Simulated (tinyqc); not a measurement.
Ways to converge the cycle: SCF convergence aids in the 6-31g basis, for H2, spin multiplicity 1. Computed by the program tinyqc with PySCF. RHF with one setting changed at a time; a run stops when the energy changes by less than 1e-09 hartree and the error matrix is below 1e-5. The start is random orbitals. Damping d keeps d of the old density; a shift (hartree) raises the virtual levels; DIIS n extrapolates F over n matrices.

Geometry (angstrom):
```
atom       x       y       z
H     0.0000  0.0000  0.0000
H     0.0000  0.0000  1.0050
```

lowest restricted solution found by these runs and by PySCF = -1.093890 hartree

Largest element of the error matrix X^T (FDS - SDF) X:
```
iteration    plain  damping 0.3  damping 0.6  shift 0.4   DIIS 3   DIIS 8
1          4.1e-01      4.1e-01      4.1e-01    4.1e-01  4.1e-01  4.1e-01
2          1.9e-01      2.3e-01      2.8e-01    3.4e-01  1.9e-01  1.9e-01
3          5.4e-02      1.3e-01      2.1e-01    2.9e-01  5.3e-02  5.3e-02
4          1.4e-02      6.3e-02      1.6e-01    1.9e-01  5.1e-03  5.1e-03
5          3.5e-03      3.1e-02      1.2e-01    1.1e-01  4.2e-04  4.2e-04
6          9.0e-04      1.5e-02      8.4e-02    5.5e-02  3.9e-05  2.2e-05
8          5.8e-05      3.4e-03      4.2e-02    1.4e-02  8.3e-08        -
10         3.8e-06      7.8e-04      2.1e-02    3.5e-03        -        -
14               -      4.1e-05      5.0e-03    2.2e-04        -        -
20               -      4.8e-07      6.0e-04          -        -        -
30               -            -      1.7e-05          -        -        -
```

How each run ends:
```
run          iterations  E (hartree)         state
plain                10     -1.09389  lowest found
damping 0.3          20     -1.09389  lowest found
damping 0.6          42     -1.09389  lowest found
shift 0.4            19     -1.09389  lowest found
DIIS 3                8     -1.09389  lowest found
DIIS 8                7     -1.09389  lowest found
```

What does the comparison show, and why?

6 of 6 runs reach the lowest restricted solution found, in 7 to 42 iterations (fastest: DIIS 8). Plain steps already contract here, so damping only slows them. DIIS 3 and DIIS 8 gain by cancelling the error over several earlier matrices, much as a quasi-Newton step does.
